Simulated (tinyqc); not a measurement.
Random telegraph noise from one oxide trap in a small MOSFET: two steps of the calculation.

An acceptor-like trap exchanges electrons with the channel. Inversion charge Q = Cox u, u = n Vt W0(exp((Vg - VT)/(n Vt))), W0 the Lambert function, n = nf, Cox = eps0 eox/tox; linear regime Id = (W/L) mu Q Vd. Relative to threshold the surface potential rises by Vt ln(u/u0) and the oxide voltage by the rest of Vg - VT, with u0 = n Vt W0(1).

Parameters, values chosen for the exercise; values of the order met in silicon transistors: temperature T = 300 K; relative permittivity of the gate insulator (close to silicon dioxide) eox = 3.9; insulator thickness tox = 1.6 nm; depth of the trap from the channel interface xt = 0.56 nm; trap level above the channel Fermi level at threshold E0 = 0.22 eV; capture prefactor s0 = 1e-17 cm^2; capture barrier (lattice relaxation) EB = 0.52 eV; tunnelling decay length lt = 0.14 nm; thermal velocity vth = 1.8e7 cm/s; thickness of the inversion layer zi = 1.7 nm; threshold voltage VT = 0.26 V; body factor nf = 1.34; gate voltage Vg = 0.68 V.

Constants: q = 1.602176634e-19 C, kB = 1.380649e-23 J/K, Vt = kB T/q, eps0 = 8.8541878128e-14 F/cm where lengths are in cm. Results are converted to the units shown.

Task 1. Trap level, time constants and occupancy. N = Cox u/q; dpsi = Vt ln(u/u0); E = E0 - dpsi - (xt/tox)(Vg - VT - dpsi); capture time tc = 1/[(N/zi) vth s0 exp(-xt/lt - EB/Vt)]; emission time te = tc exp(-E/Vt); occupancy te/(tc + te).

Give: u; N; dpsi; E; tc; te; occupancy.

Result 1.

u = 0.34080 V
N = 4.5907e12 cm^-2
dpsi = 0.073766 V
E = 0.025052 eV
tc = 6.1106 s
te = 2.3186 s
occupancy = 0.27507

The trap lies 0.97 Vt above the Fermi level, so it is empty most of the time.

Task 2. Lorentzian spectrum. Spectrum S(f) = 4 dI^2/{(tc + te)[(1/tc + 1/te)^2 + (2 pi f)^2]}; corner fc = (1/tc + 1/te)/(2 pi); variance dI^2 tc te/(tc + te)^2. Give S at f = 0, at fc and at 10 fc.

tc = 6.1106346 s
te = 2.3186011 s
dI = 4.3224717 nA

Find: fc; S(0); S(fc); S(10 fc); rms current.

Result 2.

fc = 0.094688 Hz
S(0) = 2.5049e-17 A^2/Hz
S(fc) = 1.2524e-17 A^2/Hz
S(10 fc) = 2.4801e-19 A^2/Hz
rms current = 1.9302 nA

The rms value is 0.447 of the step; it reaches its largest share, 1/2, when tc = te.

Range of the model: VT is taken as given; short-channel effects and the uneven flow of current among few electrons are left out.

tinyqc, about 0.01 s, one thread, Intel Xeon 2.30GHz (shared host): `OMP_NUM_THREADS=1 python tinyqc.py 2710048 2710049 out.jsonl`
